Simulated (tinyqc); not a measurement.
Carrier lifetime from Shockley-Read-Hall, radiative, Auger and surface recombination: one step, computed by the program tinyqc.

Energies are counted from the top of the valence band. Boltzmann statistics, full ionisation, and equal excess densities of electrons and holes.

Task: Steady state under generation. With n = n_0 + dn, p = p_0 + dn and U/dn = 1/tau: (n p - n_i^2)/dn = n_0 + p_0 + dn = s; 1/tau_SRH = s/[tau_p0 (n + n1) + tau_n0 (p + p1)]; 1/tau_rad = B s; 1/tau_Aug = (C_n n + C_p p) s; the rates add, with 1/tau_s. dn solves dn/tau_eff(dn) = G (60 bisections in ln dn between 1e-2 and 1e22 cm^-3); the splitting of the quasi-Fermi levels is k_B T ln(n p/n_i^2).

Inputs (values chosen for the exercise, for a model semiconductor):
```
quantity,value,unit
temperature T,300,K
radiative coefficient B,4.6e-15,cm^3/s
Auger coefficient C_n,2.3e-31,cm^6/s
Auger coefficient C_p,9.2e-31,cm^6/s
generation rate G,8.4e+18,cm^-3 s^-1
```

Doping: p-type. Surface term: two equal surfaces.

n_0 = 7.825419e-20 cm^-3

p_0 = 1.60e+18 cm^-3

tau_p0 = 1.353182e-08 s

n1 = 70.47152 cm^-3

tau_n0 = 5.599508e-06 s

p1 = 0.001776699 cm^-3

tau_s = 6.967132e-07 s

n_i = 0.3538456 cm^-3

Constants: k_B = 8.617333262e-05 eV/K.

Give: steady excess density; lifetime in the steady state; quasi-Fermi splitting under G.

Result:

steady excess density = 2.112e+12 cm^-3

lifetime in the steady state = 2.515e-07 s

quasi-Fermi splitting under G = 1.871 eV
